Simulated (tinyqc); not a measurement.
Inside a calculation. Method: Hubbard chain of 6 sites. One step of it, computed by the program tinyqc.

Question. Mean-field iteration 1. H(up) = T + U n(down), H(down) = T + U n(up); fill the lowest levels; n(new) = n + mixing (n(out) - n); E = tr T (rho up + rho down) + U sum n_up n_down of the output.

one-body matrix (hopping and site energies) (eV), lower triangle:
```
           1          2          3          4          5          6
1   0.050000
2  -1.020000   0.370000
3   0.000000  -1.020000  -0.330000
4   0.000000   0.000000  -1.020000   0.950000
5   0.000000   0.000000   0.000000  -1.020000   0.600000
6   0.000000   0.000000   0.000000   0.000000  -1.020000  -0.430000
```

U = 9.900000 eV

electrons, up and down: 3  3

mixing = 1

n(up) at the start (a guess, not normalised): 1 0.800000, 2 0.200000, 3 0.800000, 4 0.200000, 5 0.800000, 6 0.200000

n(down) at the start (a guess): 1 0.200000, 2 0.800000, 3 0.200000, 4 0.800000, 5 0.200000, 6 0.800000

Give: levels, up; levels, down; energy; n(up) after iteration 1; n(down) after iteration 1.

Answer.

levels, up (eV): 1.3054  1.9086  2.2529  7.6675  8.5655  9.2100

levels, down (eV): 1.3862  1.9438  2.6323  7.8376  8.2392  8.8709

energy = 0.4395 eV

n(up) after iteration 1: 1 0.9769, 2 0.0427, 3 0.9636, 4 0.0379, 5 0.9434, 6 0.0355

n(down) after iteration 1: 1 0.0277, 2 0.9441, 3 0.0635, 4 0.9390, 5 0.0446, 6 0.9812
